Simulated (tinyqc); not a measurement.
## Free and trapped electrons in a MOS channel with a dense trap tail: free and trapped charge against gate voltage

p-type body, charge-sheet picture, full ionisation (an idealisation for deep acceptors), Boltzmann statistics for free electrons. e = Ec - EF at the surface. Acceptor-like traps of density D(E) = D0 + De exp(-E/Ew) at depth E below Ec, from 0 to Eu, hold n_t = integral of D(E)/(1 + exp((e - E)/Vt)). psi = Eg - Vt ln(Nv/Na) - e; N_dep = sqrt(2 eps0 eps_r Na (psi - Vt)/q); n_f = sqrt(N_dep^2 + 2 eps0 eps_r Vt Nc exp(-e/Vt)/q) - N_dep; Vg = Vfb + psi + q (N_dep + n_t + n_f)/Cox, Cox = eps0 eox/tox.

Free share n_f/(n_f + n_t); swing ln 10 n_f/(dn_f/dVg); field-effect mobility mf q (dn_f/dVg)/Cox, for a constant mf; oxide field q (N_dep + n_t + n_f)/(eps0 eox).

Inputs (values chosen for the exercise); band and dielectric values close to those of 4H silicon carbide:
- T = 250 K (temperature)
- Eg = 3.26 eV (band gap)
- eps_r = 9.88 (relative permittivity)
- Nc = 1.32e19 cm^-3 (conduction-band density of states at T)
- Nv = 1.89e19 cm^-3 (valence-band density of states at T)
- eox = 3.9 (relative permittivity of the insulator)
- tox = 27 nm (insulator thickness)
- Na = 1.7e17 cm^-3 (acceptor density)
- Vfb = -2.67 V (flat-band voltage without trapped charge)
- D0 = 1.6e11 cm^-2 eV^-1 (constant background density of acceptor-like traps)
- De = 3.4e12 cm^-2 eV^-1 (density of the tail at the conduction edge)
- Ew = 0.07 eV (decay energy of the tail)
- Eu = 0.98 eV (depth below Ec down to which the traps reach)
- mf = 190 cm^2/(V s) (mobility of free electrons)

Constants: q = 1.602176634e-19 C, kB = 1.380649e-23 J/K, Vt = kB T/q, eps0 = 8.8541878128e-14 F/cm where lengths are in cm. Results are converted to the units shown.

Free and trapped charge against gate voltage:
columns A: Vg (V); B: e (eV); C: n_f (cm^-2); D: n_t (cm^-2); E: free share (%); F: swing (mV/decade); G: field-effect mobility (cm^2/(V s)); H: oxide field (MV/cm)
```
A            B         C         D         E      F         G      H
3.2     0.3026   5.385e5  1.121e11  4.804e-4  88.32  0.003342  1.116
3.8    0.05951  4.068e10  2.600e11     13.53  290.2     76.82  1.249
4.3    0.01435  3.111e11  3.352e11     48.14   1078     158.1  1.417
4.8  -0.003490  6.647e11  3.597e11     64.89   2081     175.0  1.596
5.3   -0.01457  1.039e12  3.710e11     73.69   3149     180.9  1.777
5.9   -0.02412  1.500e12  3.783e11     79.86   4467     184.0  1.995
6.4   -0.03037  1.888e12  3.820e11     83.17   5582     185.4  2.178
6.9   -0.03565  2.278e12  3.845e11     85.56   6704     186.2  2.361
7.5   -0.04108  2.749e12  3.866e11     87.67   8058     186.9  2.582
```

n_f reaches 1e11 cm^-2 at Vg = 3.94 V, against 3.58 V without traps. The free share rises from 4.80e-4 to 87.7 % and the field-effect mobility rises from 0.00334 to 187 cm^2/(V s), although mf = 190 is constant: in the last row 98.4 % of Cox dVg goes into free electrons. The swing in the first row is 88.3 mV a decade (Vt ln 10 = 49.6). For Vg = 4.3, 4.8, 5.3, 5.9, 6.4, 6.9, 7.5 EF lies less than 2 Vt below the band edge, or above it, where degeneracy and confinement, left out, matter.

tinyqc, about 0.02 s, one thread, Intel Xeon 2.30GHz (shared host): `OMP_NUM_THREADS=1 python tinyqc.py 2222110 2222111 out.jsonl`
